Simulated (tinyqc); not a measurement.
Charge-trap memory cell: effect of the gate voltage.

Channel, tunnel oxide, storage layer, blocking layer, gate. N electrons per area sit in a sheet at the centroid and shift the threshold by U = (q/eps0) N (tb/eb + xc tn/en). EOT = t1 + 3.9 (tn/en + tb/eb); tunnel field F = (Vg - U)/EOT; dN/dt = eta (J/q)(1 - N/Nm). Fowler-Nordheim: J = A F^2 exp(-B/F), A = q^2/(16 pi^2 hbar mo phi) (times 1e14 for A/cm^2 with F in V/nm, emitter mass m0), B = (4/3) sqrt(mo/C) phi^1.5, C = hbar^2/(2 m0).

After 1e-5 s. The rate equation is integrated from N = 0 to the digits shown; blocking field (3.9 F + q N/eps0)/eb.

Parameters, values chosen for the exercise; oxide values close to those of silicon dioxide, storage layer close to silicon nitride, blocking layer close to silicon dioxide:
- phi = 3.06 eV (tunnel barrier)
- mo = 0.41 m0 (tunnelling mass)
- t1 = 5.1 nm (tunnel oxide (permittivity 3.9))
- tn = 4.3 nm (storage layer)
- en = 7.5 (its relative permittivity)
- tb = 7.9 nm (blocking layer)
- eb = 3.9 (its relative permittivity)
- xc = 0.54 (charge centroid, share of tn counted from the blocking side)
- eta = 0.98 (capture efficiency of an empty layer)
- Nm = 1.8e13 cm^-2 (trap density)

Constants: q = 1.602176634e-19 C, hbar = 1.054571817e-34 J s, m0 = 9.1093837015e-31 kg, eps0 = 8.8541878128e-14 F/cm where lengths are in cm, hbar^2/(2 m0) = 0.0380998212 eV nm^2. Results are converted to the units shown.

Result of one run:

| N/Nm | U (V) | F (V/nm) | blocking field (V/nm) |
|---|---|---|---|
| 0.2993 | 2.276 | 1.058 | 1.308 |

Which gate voltage less flat band and surface potential Vg gave this result: 17.6, 18.4, 19.3 or 21.8 V?

Vg = 18.4 V.

The whole series:

| Vg (V) | N/Nm | U (V) | F (V/nm) | blocking field (V/nm) |
|---|---|---|---|---|
| 16.7 | 0.1187 | 0.9032 | 1.037 | 1.136 |
| 17.6 | 0.2102 | 1.599 | 1.050 | 1.226 |
| 18.4 | 0.2993 | 2.276 | 1.058 | 1.308 |
| 19.3 | 0.4016 | 3.054 | 1.066 | 1.402 |
| 20.1 | 0.4919 | 3.742 | 1.074 | 1.485 |
| 21 | 0.5915 | 4.499 | 1.083 | 1.577 |
| 21.8 | 0.6771 | 5.150 | 1.093 | 1.658 |
| 22.7 | 0.7684 | 5.845 | 1.106 | 1.748 |

U rises from 0.903 to 5.84 V; the slope between neighbouring rows is at most 0.864 and 0.772 between the last two rows. In the upper rows it falls short of the 1 of a floating gate because capture weakens as the traps fill (76.8 % in the last row); where little charge has entered in the time given, the slope is small in any case. The blocking field reaches 17.5 MV/cm, where electrons may escape to the gate, which the model leaves out.

Range of the model: The Fowler-Nordheim form needs F t1 above phi; trap-assisted paths and leakage through the blocking layer are left out.

tinyqc, about 0.06 s, one thread, Intel Xeon 2.30GHz (shared host): `OMP_NUM_THREADS=1 python tinyqc.py 2130148 2130149 out.jsonl`
